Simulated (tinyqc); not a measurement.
# Sputter depth profiling of a dopant layer: erosion rate, quantification and the mixing-roughness response, step by step

A worked calculation. Computed by tinyqc, a small Python program that keeps every step. Command: `OMP_NUM_THREADS=1 python tinyqc.py 3031143 3031144 out.jsonl sims walk`. One thread of a shared host (Intel(R) Xeon(R) Processor @ 2.30GHz), about 0.02 s of CPU time with the checks. Intermediate numbers are printed to about 6 digits and carried at full precision; extremes and crossings named in words are read from the listed rows.

A rastered ion beam erodes silicon (49.94 atoms per nm^3). The measured profile is the true one convolved with a depth response.

Inputs (values chosen for the exercise, modelled on a dopant in silicon under an oxygen or caesium beam): beam energy E = 2.5 keV; beam current = 54 nA; raster side = 400 um; sputter yield at 1 keV = 1; mixing length at 1 keV = 1.5 nm; roughness sigma = 1.5 nm; depth of the layer z0 = 35 nm; sheet density Q = 1.1e+13 1/cm^2; relative sensitivity factor RSF = 1.4e+21 1/cm^3; matrix count rate = 2.2e+06 1/s; background count rate = 0.53 1/s; counting time per point = 2 s; level that defines the junction C_B = 1e+17 1/cm^3.

True profile: delta layer.

Constants: e = 1.602176634e-19 C.

## Erosion and sensitivity

Scaling chosen for the exercise: yield Y = Y1 E^0.5, mixing length w = w1 E^0.5 (E in keV). Erosion rate = Y I/(e x raster^2 x density); depth step = rate x counting time; concentration = RSF x counts/matrix counts; detection limit = RSF x 3 sqrt(background x time)/(matrix rate x time).

yield Y = 1.58114

mixing length w = 2.37171 nm

erosion rate = 0.0666937 nm/s

depth step = 0.133387 nm

detection limit = 9.82765e+14 1/cm^3

Caution: with so few background counts Poisson statistics, not 3 sqrt(N), set the true limit.

## Measured shape

Mixing alone turns a layer at z0 into (1/w) exp(-(z - z0 + w)/w) for z > z0 - w; roughness adds a Gaussian of width sigma. With x = z - z0 + w: g(x) = (1/(2w)) exp(sigma^2/(2 w^2) - x/w) erfc((sigma/w - x/sigma)/sqrt2), and its integral G(x) = (1/2) erfc(-x/(sigma sqrt2)) - w g(x). Measured: Q g(x), 1 nm = 1e-7 cm. Find the maximum, the full width at half maximum and the deep point where the profile falls to C_B; far down, the trailing edge decays by w ln(10) per decade.

depth of the maximum = 33.9868 nm

peak concentration = 1.94127e+19 1/cm^3

full width at half maximum = 4.93906 nm

apparent junction depth = 47.6636 nm

trailing slope = 5.46106 nm/decade

The true deep edge lies at 35 nm, so the junction appears 12.7 nm too deep.

## Moments

Convolution adds means and variances: the response has mean 0 (shift -w plus exponential mean w) and variance w^2 + sigma^2; a delta layer adds none.

centroid = 35 nm

standard deviation = 2.80624 nm

maximum minus centroid = -1.01315 nm

The centroid stays at the true position while the maximum lies nearer the surface, so depth is read from the centroid.

## Points of the profile

Counts = concentration x matrix rate x time/RSF + background x time; relative noise 1/sqrt(counts). Depths are z0 - w + k (w + sigma), k = -0.5, 0, 0.5, 1, 2, 3, 5, 8, 12.

Profile:
```
k      z (nm)  measured (1/cm^3)       counts  relative noise
-0.5  30.6924        3.49025e+18  1.09704e+04        0.009547
0.0   32.6283        1.49295e+19  4.69223e+04        0.004616
0.5   34.5641        1.86521e+19  5.86220e+04        0.004130
1.0   36.5000        1.07878e+19  3.39055e+04        0.005431
2.0   40.3717        2.16399e+18  6.80219e+03        0.012125
3.0   44.2434        4.22952e+17  1.33034e+03        0.027417
5.0   51.9868        1.61569e+16  5.18388e+01        0.138890
8.0   63.6020        1.20631e+14  1.43913e+00        0.833586
12.0  79.0888        1.76033e+11  1.06055e+00        0.971032
```

## Beam energy: resolution against speed

Width = full width at half maximum; the apparent junction is the deep point where the profile falls to C_B; time to profile to twice z0 = 2 z0/erosion rate, at fixed current.

Measured values:
```
E (keV)   w (nm)  peak (1/cm^3)  width (nm)  apparent junction (nm)  time (min)
0.15     0.58095    2.75366e+19     3.73685                 40.7074     71.4145
0.25     0.75000    2.66936e+19     3.83830                 41.2150     55.3174
0.50     1.06066    2.50912e+19     4.03924                 42.3654     39.1153
1.00     1.50000    2.29408e+19     4.33634                 44.1464     27.6587
2.00     2.12132    2.03255e+19     4.76486                 46.6694     19.5577
4.00     3.00000    1.74267e+19     5.37970                 50.0884     13.8294
8.00     4.24264    1.44704e+19     6.26519                 54.6026      9.7788
```

From the highest to the lowest energy the width goes from 6.27 to 3.74 nm, towards the floor set by roughness, 2.355 sigma = 3.53 nm, and the junction error from 19.6 to 5.71 nm, at 7.3 times the time. Extrapolating the tail slope to zero energy separates mixing from real diffusion. Caution: the surface transient, segregation under the beam and the growth of roughness with depth are left out, and real yields fall faster near the sputter threshold.

Checks made by the program: dose under the measured profile (relative difference below 1e-10).
